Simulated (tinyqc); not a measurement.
Cyclotron masses against the field direction: averaged masses of warped heavy- and light-hole bands.

Four-band hole energies E = c k^2 f(u), c = hbar^2/2m0, f = g1 -/+ 2 sqrt(g2^2 + 3 (g3^2 - g2^2) s), s = ux^2 uy^2 + uy^2 uz^2 + uz^2 ux^2 for the unit vector u; minus for heavy, plus for light holes; the mass along u is 1/f.

Parameters, chosen for this exercise (out of a larger set: near those of GaSb; not measured data):
```
symbol  value  unit  meaning
g1      13.39        Luttinger gamma1
g2      4.67         gamma2
g3      6.04         gamma3
```

For the central orbit m_cyc is the mean of 1/f(u) over the directions u normal to B (360 points on the circle). B lies in the (1-10) plane at the angle from [001]; 54.7 degrees is [111], 90 is [110].

Masses (m0):
```
angle (degrees)   heavy   light
0.0              0.3607  0.0420
15.0             0.3869  0.0417
30.0             0.4569  0.0409
45.0             0.5113  0.0404
54.7             0.5172  0.0402
70.0             0.5166  0.0404
90.0             0.5196  0.0408
```

The heavy mass is smallest at 0 and largest at 90 degrees of the angles listed, a spread of 44 %; the light mass varies by 4.4 %. The orbit normal to [001] has s between 0 and 1/4, the orbit normal to [111] has s = 1/4 all round, which gives 1/(g1 - sqrt(g2^2 + 3 g3^2)) = 0.5172. This is the classical limit; low Landau levels of holes depart from it.

(tinyqc, `OMP_NUM_THREADS=1 python tinyqc.py 1081018 1081019 out.jsonl`, Intel(R) Xeon(R) Processor @ 2.30GHz, 1 thread, shared host, about 0.02 s.)
